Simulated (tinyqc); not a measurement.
# AlGaN/GaN HEMT with access regions, lumped model: what changes with what

A polarisation-induced electron sheet under a Schottky gate, in series with two ungated access regions and contacts. Drift law v = mu E/(1 + mu E/vs) under the gate. Currents in mA/mm, resistances in ohm mm. No self-heating, no channel-length modulation; fits for polarisation, barrier and offset are chosen for the exercise.

Parameters, values chosen for the exercise; values close to those of AlGaN/GaN structures: aluminium share of the barrier x = 0.31; barrier thickness d = 25 nm; relative permittivity of barrier and channel eps_r = 9.4; channel mobility mu = 1700 cm^2/(V s); saturation velocity vs = 1.1e7 cm/s; gate length Lg = 1 um; source access length Ls = 1 um; drain access length Ld = 4 um; resistance of each contact Rc = 0.38 ohm mm; share of the drain-access electrons removed by traps ft = 0.16; gate voltage Vg = 0 V; critical field Ec = 3 MV/cm; depth over which the depleted charge spreads te = 0.29 um; relative permittivity of that insulator ei = 7.5.

Constants: q = 1.602176634e-19 C, eps0 = 8.8541878128e-14 F/cm where lengths are in cm. Results are converted to the units shown.

Each table varies one quantity; the others keep the values above.

## Effect of the source access length

sigma = (5e13 x + 1.6e13 x^2) cm^-2, phiB = 0.84 + 1.3 x, dEc = 0.7 (1.71 x + x^2) in volts, Cb = eps0 eps_r/d, VT = phiB - dEc - q sigma/Cb, access density n0 = -Cb VT/q. Access resistance R(L, n) = L/(q mu n sqrt(1 - (I/(q n vs))^2)); Rs = Rc + R(Ls, n0), Rd = Rc + R(Ld, (1 - ft) n0). Vg' = Vg - I Rs, Vd' = Vd - I (Rs + Rd); with u = Vg' - VT, Vc = vs Lg/mu and w the smaller of Vd' and Vc [sqrt(1 + 2 u/Vc) - 1] (0 if negative), the channel gives (mu Cb/Lg)(u w - w^2/2)/(1 + w/Vc). I equals that channel current. Isat is I at Vd = 10 V, gm = dIsat/dVg, Ron the limit of Vd/I at small Vd.

The same in every row: VT (V) = -7.395; n0 (cm^-2) = 1.537e13.

Effect of the source access length:
```
Ls (um)  Ron (ohm mm)  Isat (mA/mm)  gm (mS/mm)
0.1             2.161          1598       256.4
0.3             2.208          1574       250.4
0.6             2.280          1541       242.4
1               2.376          1499       233.0
1.5             2.495          1451       222.9
2.5             2.734          1367       206.5
4               3.093          1261       187.7
```

What does the table show?

As Ls goes from 0.1 to 4 um, Ron rises from 2.16 to 3.09 ohm mm, Isat falls from 1600 to 1260 mA/mm and gm falls from 256 to 188 mS/mm. The ceiling Cb vs is 366 mS/mm. In every row the power passes 5 W/mm, where self-heating, left out here, lowers the current.

## Effect of the aluminium share of the barrier

Same model as above.

Effect of the aluminium share of the barrier:
```
x     VT (V)  n0 (cm^-2)  Ron (ohm mm)  Isat (mA/mm)  gm (mS/mm)
0.12  -2.156    4.480e12         6.301         287.6       170.1
0.17  -3.476    7.223e12         4.197         562.0       197.3
0.22  -4.838    1.005e13         3.230         872.8       214.1
0.27  -6.241    1.297e13         2.674          1211       225.8
0.32  -7.687    1.597e13         2.314          1573       234.6
0.37  -9.175    1.906e13         2.062          1956       241.5
0.42  -10.70    2.224e13         1.876          2357       247.1
```

What does the table show?

As x goes from 0.12 to 0.42, Ron falls from 6.30 to 1.88 ohm mm, Isat rises from 288 to 2360 mA/mm and gm rises from 170 to 247 mS/mm. VT falls from -2.16 to -10.7 V. For x = 0.17 to 0.42 the power passes 5 W/mm, where self-heating, left out here, lowers the current. At x = 0.42 the barrier is thick and rich enough in aluminium to relax or crack.

## Field plate: effect of the insulator under the field plate

Off state: a depleted stretch that holds the voltage V has the peak field sqrt(k V), k = 2 q n0/(eps0 eps_r te), so one edge holds V1 = Ec^2/k. The sheet under the plate pinches off at Vf = q n0 (1/Cb + tf/(eps0 ei)); beyond it the gate edge is screened. BV = V1 if Vf >= V1, else Vf + V1, and at most Ec Ld.

The same in every row: V1 (V) = 44.119; Ec Ld (V) = 1200.0.

Results:
```
tf (nm)  Vf (V)  BV (V)
9.9      11.065  55.184
15       12.956  57.075
22       15.551  59.670
33       19.629  63.748
48       25.189  69.309
110      48.174  44.119
160      66.710  44.119
```

Estimate the missing row, tf = 72 nm.

Computed row:
```
tf (nm)  Vf (V)  BV (V)
72       34.087  78.206
```

With this row back in the table: BV goes from 55.2 through a maximum of 78.2 (at tf = 72 nm among the rows listed) to 44.1 V. The plate helps (Vf < V1) in 6 of the 8 rows, and the access length caps BV in 0. The best thickness makes Vf just under V1, tf = 99.1 nm, where both edges reach Ec together and BV nears 2 V1.

Program tinyqc, `OMP_NUM_THREADS=1 python tinyqc.py 2570051 2570052 out.jsonl`; Intel Xeon 2.30GHz, shared host, one thread, about 0.01 s.
